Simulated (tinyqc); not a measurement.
Velocity overshoot from momentum and energy balance equations after a field step: one step, computed by the program tinyqc.

At t = 0 the field jumps from 0 to F in a uniform sample. v is the drift velocity and u = w - (3/2) k_B T the excess energy per carrier.

Question. First four steps. dv/dt = e F/m - v/tau_m(u), du/dt = e F v - u/tau_E, tau_m(u) = tau_0/(1 + c u), tau_0 = m mu_0/e, c = mu_0/(e tau_E v_s^2); this choice gives the steady state v (1 + mu_0 F v/v_s^2) = mu_0 F, which saturates at v_s. Step: v_new = (v + dt e F/m)/(1 + dt/tau_m(u)), u_new = (u + dt e F v_new)/(1 + dt/tau_E). Start v = u = 0; the distance adds dt (v + v_new)/2.

Inputs (values chosen for the exercise, modelled on electrons in silicon except for tau_E):
```
quantity                      value   unit
energy relaxation time tau_E   0.26     ps
field after the step F           26  kV/cm
lattice temperature T           300      K
time step dt                    7.2     fs
```

Scheme: implicit in the damping.

c = 51.01520 1/eV

tau_0 = 184.7830 fs

acceleration e F/m = 0.01829173 1e7 cm/s per fs

Give: Steps.

Answer.

Steps:
```
step  t (fs)  v (1e7 cm/s)    u (eV)  tau_m (fs)
1        7.2        0.1268  0.000231       182.6
2       14.4        0.2487  0.000678       178.6
3       21.6        0.3656  0.001325       173.1
4       28.8        0.4775  0.002159       166.4
```
